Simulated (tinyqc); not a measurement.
From cathode stress at time s back to time as a fraction of L^2/kappa, s: electromigration in a confined line: Blech product, Korhonen stress evolution and Black's law. Computed by tinyqc, a small Python program. Command: `OMP_NUM_THREADS=1 python tinyqc.py 3014758 3014759 out.jsonl emigr inv`. One thread of a shared host (Intel(R) Xeon(R) Processor @ 2.30GHz), about 0.01 s of CPU time with the checks.

The electron wind pushes atoms from the cathode (x = 0) to the anode (x = L); blocking ends build a back stress (tension positive). The input rho is taken not to change with temperature. d sigma/dt = d/dx [kappa (d sigma/dx + G)], with zero flux at both ends and sigma = 0 at t = 0.

Inputs (values chosen for the exercise, close to those used for cobalt lines):

| quantity | value | unit |
|---|---|---|
| resistivity rho | 11.5 | micro-ohm cm |
| atomic volume Omega | 11.1 | angstrom^3 |
| effective charge number Z* | 2.9 | - |
| prefactor D0 | 9.6e-07 | m^2/s |
| activation energy E | 1.28 | eV |
| effective modulus B | 50 | GPa |
| critical stress sigma_c | 300 | MPa |
| current density j | 0.62 | MA/cm^2 |
| line length L | 260 | um |
| test temperature T | 240 | C |

Start: stress-free.

Constants: e = 1.602176634e-19 C; k_B = 8.617333262e-05 eV/K; k_B = 1.380649e-23 J/K.

Method:
- G = Z* e rho j/Omega; D = D0 exp(-E/(k_B T)); kappa = D B Omega/(k_B T); drift velocity of an unconfined line v = D Z* e rho j/(k_B T). SI: 1 micro-ohm cm = 1e-8 ohm m, 1 MA/cm^2 = 1e10 A/m^2.
- Temperatures in kelvin are T(C) + 273.15.
- At steady state sigma(x) = G (L/2 - x). A void forms only if the cathode stress reaches sigma_c, that is if j L exceeds (j L)_c = 2 Omega (sigma_c)/(Z* e rho). Time scale tau = L^2/kappa.
- sigma(x, t) = G L [1/2 - x/L - 4 sum_(m odd) cos(m pi x/L) exp(-m^2 pi^2 s)/(m pi)^2], s = t/tau, summed to m = 399.
- The terms at x = 0 are 4 exp(-m^2 pi^2 s)/(m pi)^2; tau = L^2/kappa.

Problem. A run gave the result below. Find the time as a fraction of L^2/kappa, s, known to lie between 0.013 and 0.021.

cathode stress at time s = 1156.648 MPa

Solution.

Each step takes the trial c = (a f_b - b f_a)/(f_b - f_a), f being the result less the target and a, b, c the logarithms of the listed values; c replaces end b, the old b replaces a if the sign of f changed, and otherwise f_a is halved.

Scan of the range:

| time as a fraction of L^2/kappa, s | cathode stress at time s (MPa) |
|---|---|
| 0.0130 | 998.33 |
| 0.0141 | 1039.71 |
| 0.0153 | 1083.05 |
| 0.0165 | 1124.72 |
| 0.0179 | 1171.47 |
| 0.0194 | 1219.56 |
| 0.0210 | 1268.86 |

False position (Illinois rule, in the logarithm of the input) inside the bracket:

| step | end a | end b | trial | cathode stress at time s (MPa) |
|---|---|---|---|---|
| 1 | 0.0165000 | 0.0179000 | 0.0174438 | 1156.44 |
| 2 | 0.0179000 | 0.0174438 | 0.0174500 | 1156.65 |
| 3 | 0.0179000 | 0.0174500 | 0.0174501 | 1156.65 |
| 4 | 0.0174500 | 0.0174501 | 0.0174500 | 1156.65 |

Cathode stress at time s rises at every point of a 13-point scan of the range (every second point is shown), so one value fits; it is bracketed by 0.0165 and 0.0179. The scan shows a pure power law with exponent 0.5000, so scaling from any one row also gives the answer directly. Answer: time as a fraction of L^2/kappa, s = 0.01745.

Caution: the stress exceeds sigma_c: a void would already have formed and relaxed it, so the value is formal.
